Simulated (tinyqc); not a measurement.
# Free and trapped electrons in a MOS channel with a dense trap tail: effects of single changes

p-type body, charge-sheet picture, full ionisation (an idealisation for deep acceptors), Boltzmann statistics for free electrons. e = Ec - EF at the surface. Acceptor-like traps of density D(E) = D0 + De exp(-E/Ew) at depth E below Ec, from 0 to Eu, hold n_t = integral of D(E)/(1 + exp((e - E)/Vt)). psi = Eg - Vt ln(Nv/Na) - e; N_dep = sqrt(2 eps0 eps_r Na (psi - Vt)/q); n_f = sqrt(N_dep^2 + 2 eps0 eps_r Vt Nc exp(-e/Vt)/q) - N_dep; Vg = Vfb + psi + q (N_dep + n_t + n_f)/Cox, Cox = eps0 eox/tox.

Parameters, values chosen for the exercise; band and dielectric values close to those of gallium nitride: temperature T = 300 K; band gap Eg = 3.42 eV; relative permittivity eps_r = 9.55; conduction-band density of states at T Nc = 2.26e18 cm^-3; valence-band density of states at T Nv = 4.52e19 cm^-3; relative permittivity of the insulator eox = 3.9; insulator thickness tox = 76 nm; acceptor density Na = 6.5e16 cm^-3; flat-band voltage without trapped charge Vfb = -2.5 V; constant background density of acceptor-like traps D0 = 1.1e10 cm^-2 eV^-1; density of the tail at the conduction edge De = 3.7e13 cm^-2 eV^-1; decay energy of the tail Ew = 0.07 eV; depth below Ec down to which the traps reach Eu = 0.67 eV; mobility of free electrons mf = 150 cm^2/(V s).

Constants: q = 1.602176634e-19 C, kB = 1.380649e-23 J/K, Vt = kB T/q, eps0 = 8.8541878128e-14 F/cm where lengths are in cm. Results are converted to the units shown.

Each table varies one quantity; the others keep the values above.

## Free and trapped charge against gate voltage

Free share n_f/(n_f + n_t); swing ln 10 n_f/(dn_f/dVg); field-effect mobility mf q (dn_f/dVg)/Cox, for a constant mf; oxide field q (N_dep + n_t + n_f)/(eps0 eox).

Free and trapped charge against gate voltage:

| Vg (V) | e (eV) | n_f (cm^-2) | n_t (cm^-2) | free share (%) | swing (mV/decade) | field-effect mobility (cm^2/(V s)) | oxide field (MV/cm) |
|---|---|---|---|---|---|---|---|
| 5.5 | 0.3320 | 5.799e5 | 3.210e10 | 0.001806 | 199.5 | 0.003541 | 0.6686 |
| 7.7 | 0.1247 | 1.701e9 | 5.459e11 | 0.3107 | 1690 | 1.226 | 0.9308 |
| 9.9 | 0.06892 | 1.450e10 | 1.128e12 | 1.269 | 3114 | 5.672 | 1.213 |
| 12 | 0.03330 | 5.639e10 | 1.663e12 | 3.279 | 3934 | 17.46 | 1.485 |
| 14.2 | 4.081e-4 | 1.917e11 | 2.135e12 | 8.239 | 4365 | 53.49 | 1.770 |
| 16.4 | -0.02875 | 5.327e11 | 2.403e12 | 18.14 | 5998 | 108.2 | 2.055 |
| 18.6 | -0.04977 | 1.046e12 | 2.503e12 | 29.47 | 9519 | 133.8 | 2.342 |
| 20.7 | -0.06403 | 1.596e12 | 2.541e12 | 38.57 | 1.369e4 | 142.0 | 2.616 |
| 22.9 | -0.07546 | 2.194e12 | 2.561e12 | 46.15 | 1.838e4 | 145.4 | 2.904 |

What does the table show?

n_f reaches 1e11 cm^-2 at Vg = 13.0 V, against 6.32 V without traps. The free share rises from 0.00181 to 46.2 % and the field-effect mobility rises from 0.00354 to 145 cm^2/(V s), although mf = 150 is constant: in the last row 96.9 % of Cox dVg goes into free electrons. The swing in the first row is 199 mV a decade (Vt ln 10 = 59.5). For Vg = 12, 14.2, 16.4, 18.6, 20.7, 22.9 EF lies less than 2 Vt below the band edge, or above it, where degeneracy and confinement, left out, matter.

## Effect of the acceptor density

Vfb is held fixed. VT is the Vg for n_f = 1e11 cm^-2; swing ln 10 n_f/(dn_f/dVg) at n_f = 1e8 cm^-2; the last three columns are for Vg = VT + 6.1 V, with free share n_f/(n_f + n_t) and field-effect mobility mf q (dn_f/dVg)/Cox; there EF is near the band edge, where Boltzmann statistics are rough.

Effect of the acceptor density:

| Na (cm^-3) | e at VT (eV) | VT (V) | q n_t/Cox at VT (V) | swing (mV/decade) | n_f (cm^-2) | free share (%) | field-effect mobility (cm^2/(V s)) |
|---|---|---|---|---|---|---|---|
| 1e15 | 0.06717 | 5.624 | 4.063 | 335.0 | 7.382e11 | 24.95 | 91.55 |
| 2e15 | 0.05983 | 6.282 | 4.430 | 374.1 | 7.837e11 | 25.59 | 98.95 |
| 6e15 | 0.04733 | 7.653 | 5.092 | 449.0 | 8.781e11 | 27.03 | 112.3 |
| 1e16 | 0.04125 | 8.468 | 5.426 | 490.2 | 9.322e11 | 27.90 | 118.7 |
| 3e16 | 0.02777 | 10.76 | 6.169 | 596.3 | 1.069e12 | 30.12 | 130.5 |
| 8e16 | 0.01543 | 13.73 | 6.823 | 716.4 | 1.203e12 | 32.29 | 137.8 |
| 2e17 | 0.003728 | 17.75 | 7.384 | 857.3 | 1.324e12 | 34.18 | 141.9 |
| 5e17 | -0.008077 | 23.71 | 7.865 | 1035 | 1.427e12 | 35.72 | 143.9 |

Read the table: what changes, and by how much?

As Na goes from 1e15 to 5e17, VT rises from 5.62 to 23.7 V, its part due to traps rises from 4.06 to 7.86 V, the swing rises from 335 to 1040 mV/decade and the field-effect mobility rises from 91.5 to 144 cm^2/(V s). Most of the rise of VT is depletion charge; the trap part grows since the same n_f needs EF nearer the band edge at heavier doping. For Na = 6e15, 1e16, 3e16, 8e16, 2e17, 5e17 e is under 2 Vt already at VT, so VT too is rough.

Program tinyqc, `OMP_NUM_THREADS=1 python tinyqc.py 2222185 2222186 out.jsonl`; Intel Xeon 2.30GHz, shared host, one thread, about 0.02 s.
